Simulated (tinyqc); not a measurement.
# Metal gate on a two-layer dielectric stack with fixed charge and a dipole: flat band against the thickness t2

Gate, layer 2, layer 1, p-type semiconductor; x runs from the gate inwards. Charges are counted in units of +q. psi is the band bending at the surface, positive towards inversion. Classical charge, Boltzmann statistics, no interface traps.

EOT = 3.9 (t1/e1 + t2/e2), Cox = eps0/(t1/e1 + t2/e2); phi_ms = pM - (chi + Eg - Vt ln(Nv/Na)). Vfb = phi_ms + Vd - (q/eps0) [Q1 (t1/e1 + t2/e2) + Q2 t2/e2 + r1 (t1^2/(2 e1) + t1 t2/e2) + r2 t2^2/(2 e2)]: each charge counts with its electrical distance from the gate. ni = sqrt(Nc Nv) exp(-Eg/(2 Vt)), Eg in volts, pB = Vt ln(Na/ni), Vth = Vfb + 2 pB + sqrt(4 q eps0 eps_r Na pB)/Cox.

Parameters, values chosen for the exercise; band and dielectric values close to those of silicon, layer 1 close to aluminium oxide, layer 2 close to hafnium oxide:
```
symbol,value,unit,meaning
T,300,K,temperature
Eg,1.12,eV,band gap
eps_r,11.6,,relative permittivity
Nc,2.85e19,cm^-3,conduction-band density of states at T
Nv,2.65e19,cm^-3,valence-band density of states at T
chi,4.02,eV,electron affinity
Na,4.5e16,cm^-3,acceptor density
pM,4.45,eV,work function of the gate metal
t1,0.6,nm,"thickness of layer 1, next to the semiconductor"
e1,9.22,,relative permittivity of layer 1
e2,21.7,,relative permittivity of layer 2
Q1,8e10,cm^-2,fixed charge at the semiconductor interface
Q2,1.3e11,cm^-2,fixed charge between the layers
r1,0,cm^-3,uniform charge density in layer 1
r2,-4.2e18,cm^-3,uniform charge density in layer 2
Vd,0,V,flat-band shift by a dipole layer between the layers
```

Constants: q = 1.602176634e-19 C, kB = 1.380649e-23 J/K, Vt = kB T/q, eps0 = 8.8541878128e-14 F/cm where lengths are in cm. Results are converted to the units shown.

Flat band against the thickness t2:
```
t2 (nm),EOT (nm),Vfb (V),Vth (V)
1,0.4335,-0.5261,0.2759
1.7,0.5593,-0.5240,0.2819
2.4,0.6851,-0.5202,0.2896
3.1,0.8109,-0.5147,0.2991
3.9,0.9547,-0.5062,0.3120
4.6,1.081,-0.4971,0.3251
5.3,1.206,-0.4861,0.3399
6,1.332,-0.4735,0.3565
```

Vfb rises from -0.526 to -0.474 V and Vth rises from 0.276 to 0.357 V. The slope dVfb/dEOT is 16.6 mV/nm between the first two rows and 100 between the last two: the charge inside the growing layer bends the line. A line through the end rows meets EOT = 0 at -0.551 V, against phi_ms + Vd = -0.525 V; an effective work function read from it is off by -26.3 mV from pM.

Numbers from tinyqc (`OMP_NUM_THREADS=1 python tinyqc.py 2010102 2010103 out.jsonl`; about 0.01 s on one thread of a shared Intel Xeon 2.30GHz).
